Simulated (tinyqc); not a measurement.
Worked calculation: optical transitions of a finite quantum well. Values are carried at full precision from step to step, so a last printed digit may differ when a step is redone from the rounded ones.

Each carrier sees a square well of width L with its own depth V and masses m (inside), mb (outside); c = hbar^2/2m0, k = sqrt(m E/c), kappa = sqrt(mb (V - E)/c), and level n solves k L + 2 atan[(k/m)/(kappa/mb)] = n pi. The envelope is cos(kz) for odd n and sin(kz) for even n inside, joins exp(-kappa (|z| - L/2)) outside, and is normalised to 1. Excitons and band mixing are left out.

Constants: hbar^2/2m0 = 3.80998211 eV angstrom^2; hc = 1239.841984 eV nm; fine-structure constant alpha = 0.007297352564.

Inputs chosen for the exercise (near those of a GaAs well in AlGaAs; the results hold for these values, not for the real material):
- L = 184 angstrom (well width)
- Eg = 1.506 eV (gap of the well)
- Vc = 0.121 eV (conduction offset)
- Vv = 0.067 eV (valence offset)
- me = 0.0664 m0 (electron, well)
- meb = 0.0795 m0 (electron, barrier)
- mh = 0.35 m0 (heavy hole along z, well)
- mhb = 0.416 m0 (heavy hole, barrier)
- ml = 0.0872 m0 (light hole along z, well)
- mlb = 0.1088 m0 (light hole, barrier)
- Ns = 0.48 x 1e12/cm^2 (electrons in e1)
- n_r = 3.37 (refractive index)
- G = 12 meV (half width of the line)

## Confinement energies

Up to three levels for each carrier.

Levels:
```
level,E (eV),k (1/angstrom),kappa (1/angstrom)
e1,0.0105,0.01354,0.04802
e2,0.0415,0.02688,0.04074
e3,0.0897,0.03953,0.02557
hh1,0.0024,0.01483,0.08399
hh2,0.0095,0.02960,0.07921
hh3,0.0213,0.04426,0.07062
lh1,0.0074,0.01300,0.04126
lh2,0.0290,0.02575,0.03296
lh3,0.0606,0.03723,0.01355
```

## Interband transitions

From e1 and e2 to each hole level: E = Eg + E_e + E_h, wavelength hc/E, squared overlap of the envelopes, and the strength |<S|p|v>|^2 in units of P^2 at the subband edge: overlap^2 times 1/2 (hh) or 1/6 (lh) for light polarised in the plane (TE), times 0 (hh) or 2/3 (lh) along z (TM).

Transitions:
```
pair,E (eV),wavelength (nm),overlap^2,TE,TM
e1-hh1,1.5189,816.3,0.9912,0.4956,0.0000
e1-lh1,1.5239,813.6,0.9985,0.1664,0.6657
e1-hh2,1.5261,812.5,0.0000,0.0000,0.0000
e1-hh3,1.5378,806.2,0.0043,0.0022,0.0000
e1-lh2,1.5455,802.2,0.0000,0.0000,0.0000
e2-hh1,1.5499,800.0,0.0000,0.0000,0.0000
e2-lh1,1.5548,797.4,0.0000,0.0000,0.0000
e2-hh2,1.5570,796.3,0.9652,0.4826,0.0000
e2-hh3,1.5688,790.3,0.0000,0.0000,0.0000
e2-lh2,1.5764,786.5,0.9935,0.1656,0.6623
e1-lh3,1.5771,786.2,0.0013,0.0002,0.0008
e2-lh3,1.6080,771.0,0.0000,0.0000,0.0000
```

The edge is e1-hh1 at 816 nm. Pairs of opposite parity vanish exactly; e1-hh3 is allowed by parity and reaches 0.0043, only because the two envelopes leak differently into the barriers.

## Intersubband transitions from e1

z_1j = <1|z|j>; 1/m1 = <1|1/m|1>; f_1j = (m1/c)(E_j - E_1) z_1j^2, which sums to 1 over all bound and continuum states.

Transitions:
```
pair,E (meV),wavelength (micrometre),|z| (angstrom),f
1-2,30.9,40.06,42.41,0.9729
1-3,79.2,15.66,0.00,0.0000
```

m1 = 0.0666 m0
sum of f over bound states = 0.9729

The continuum carries the remaining 0.0271. With hard walls z_12 = 16 L/(9 pi^2) = 33.14 angstrom and f_12 = 256/(27 pi^2) = 0.9607.

## Absorption of one well

For light polarised along z (a real waveguide or Brewster geometry adds an angle factor), with all electrons in e1 and none in e2, the peak fractional absorption is 4 pi alpha Ns c f_12/(n_r m1 G) and the area under the Lorentzian line is pi G times that, c = hbar^2/2m0; 1e12/cm^2 = 1e-4/angstrom^2. EF - E1 = 2 pi c Ns/m1 at zero temperature.

peak absorption = 0.606 %
area = 22.84 % meV
EF - E1 = 17.3 meV

EF lies below e2, as assumed.

## Checks

- Sum of f over all levels of a difference grid (60 cells across the well) against 1: 0.999 against 1.000.
- The strength f_12 on that grid against the matched envelopes: 0.972 against 0.973.

(tinyqc, `OMP_NUM_THREADS=1 python tinyqc.py 1281731 1281732 out.jsonl`, Intel(R) Xeon(R) Processor @ 2.30GHz, 1 thread, shared host, about 0.08 s.)
